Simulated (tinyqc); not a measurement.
Tunnelling through a thin dielectric with one trap, as a tight-binding chain: one step. Transmission. Two cases, with inputs chosen for the exercise.

Problem. Invert the matrix; T = (2 t sin(ka))^2 |G_1N|^2.

Hopping -t everywhere, t = c/(m a^2), c = hbar^2/2m0; lead sites at 2t (band bottom 0), barrier sites 1 to N at 2t + phi, and site j has U besides. No voltage. Leads give S = -t exp(ika) on sites 1 and N, cos(ka) = 1 - E/(2t). T = (2 t sin(ka))^2 |G_1N|^2, G = (E - H - S)^-1. In the barrier cosh(q a) = 1 + (phi - E)/(2t).

Case 1.

E - H - S (eV):
```
,1,2,3,4,5,6,7,8,9,10,11
1,-2.840736+0.649294i,0.940736,0.000000,0.000000,0.000000,0.000000,0.000000,0.000000,0.000000,0.000000,0.000000
2,0.940736,-3.521473,0.940736,0.000000,0.000000,0.000000,0.000000,0.000000,0.000000,0.000000,0.000000
3,0.000000,0.940736,-3.521473,0.940736,0.000000,0.000000,0.000000,0.000000,0.000000,0.000000,0.000000
4,0.000000,0.000000,0.940736,-3.521473,0.940736,0.000000,0.000000,0.000000,0.000000,0.000000,0.000000
5,0.000000,0.000000,0.000000,0.940736,-3.521473,0.940736,0.000000,0.000000,0.000000,0.000000,0.000000
6,0.000000,0.000000,0.000000,0.000000,0.940736,-3.521473,0.940736,0.000000,0.000000,0.000000,0.000000
7,0.000000,0.000000,0.000000,0.000000,0.000000,0.940736,-3.521473,0.940736,0.000000,0.000000,0.000000
8,0.000000,0.000000,0.000000,0.000000,0.000000,0.000000,0.940736,-0.961473,0.940736,0.000000,0.000000
9,0.000000,0.000000,0.000000,0.000000,0.000000,0.000000,0.000000,0.940736,-3.521473,0.940736,0.000000
10,0.000000,0.000000,0.000000,0.000000,0.000000,0.000000,0.000000,0.000000,0.940736,-3.521473,0.940736
11,0.000000,0.000000,0.000000,0.000000,0.000000,0.000000,0.000000,0.000000,0.000000,0.940736,-2.840736+0.649294i
```

t = 0.940736 eV
ka = 0.7617624 rad

Case 2.

E - H - S (eV):
```
,1,2,3,4,5,6,7,8,9
1,-3.499492+0.748515i,0.984492,0.000000,0.000000,0.000000,0.000000,0.000000,0.000000,0.000000
2,0.984492,-4.138983,0.984492,0.000000,0.000000,0.000000,0.000000,0.000000,0.000000
3,0.000000,0.984492,-4.138983,0.984492,0.000000,0.000000,0.000000,0.000000,0.000000
4,0.000000,0.000000,0.984492,-4.138983,0.984492,0.000000,0.000000,0.000000,0.000000
5,0.000000,0.000000,0.000000,0.984492,-4.138983,0.984492,0.000000,0.000000,0.000000
6,0.000000,0.000000,0.000000,0.000000,0.984492,-0.918983,0.984492,0.000000,0.000000
7,0.000000,0.000000,0.000000,0.000000,0.000000,0.984492,-4.138983,0.984492,0.000000
8,0.000000,0.000000,0.000000,0.000000,0.000000,0.000000,0.984492,-4.138983,0.984492
9,0.000000,0.000000,0.000000,0.000000,0.000000,0.000000,0.000000,0.984492,-3.499492+0.748515i
```

t = 0.984492 eV
ka = 0.8637838 rad

Give: first row of G; T.

Solution.

Case 1.

first row of G (1/eV): -0.3660-0.09252i  -0.1060-0.02679i  -0.03068-0.007756i  -0.008886-0.002246i  -0.002581-0.0006526i  -0.0007768-0.0001964i  -0.0003267-8.274e-05i  -0.0004460-0.0001133i  -0.0001291-3.305e-05i  -3.745e-05-1.043e-05i  -1.104e-05-5.975e-06i

T = 2.656e-10

Without the trap T is 5.20e-12: the trap changes it by a factor 51.1 at this energy.

Case 2.

first row of G (1/eV): -0.2922-0.06728i  -0.07396-0.01703i  -0.01875-0.004319i  -0.004886-0.001125i  -0.001787-0.0004119i  -0.002626-0.0006063i  -0.0006647-0.0001541i  -0.0001683-4.163e-05i  -4.288e-05-2.088e-05i

T = 5.098e-09

Without the trap T is 6.80e-11: the trap changes it by a factor 74.9 at this energy.

Computed by tinyqc, one run a case: `OMP_NUM_THREADS=1 python tinyqc.py N N+1 out.jsonl` with N = 1482748, 1482896; one thread of a shared Intel(R) Xeon(R) Processor @ 2.30GHz, about 0.1 s a run at most.
